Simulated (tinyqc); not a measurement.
Depletion-mode phase shifter in a rib waveguide and its Mach-Zehnder modulator: one step of the calculation.

A lateral p-n junction at x0 in a waveguide whose mode intensity is a Gaussian of rms width s about x = 0; p side at smaller x. Reverse bias removes carriers and raises the index. Abrupt junction, doping uniform over the whole mode, lumped electrode (no travelling-wave effects).

Problem. Mach-Zehnder modulator. One arm driven from 0 to V: phase 2 pi dneff L/lam; biased at quadrature the output swings between [1 -+ sin(phase/2)]/2; extinction ratio in dB; insertion loss = loss x L.

Inputs (values chosen for the exercise): wavelength lam = 1550 nm; length of the phase shifter L = 1.5 mm.

dneff = 7.1200023e-5
loss = 13.660866 dB/cm

Find: phase; extinction ratio; insertion loss.

Solution.

phase = 0.13781 pi
extinction ratio = 1.8951 dB
insertion loss = 2.0491 dB

tinyqc, about 0.01 s, one thread, Intel Xeon 2.30GHz (shared host): `OMP_NUM_THREADS=1 python tinyqc.py 2650117 2650118 out.jsonl`
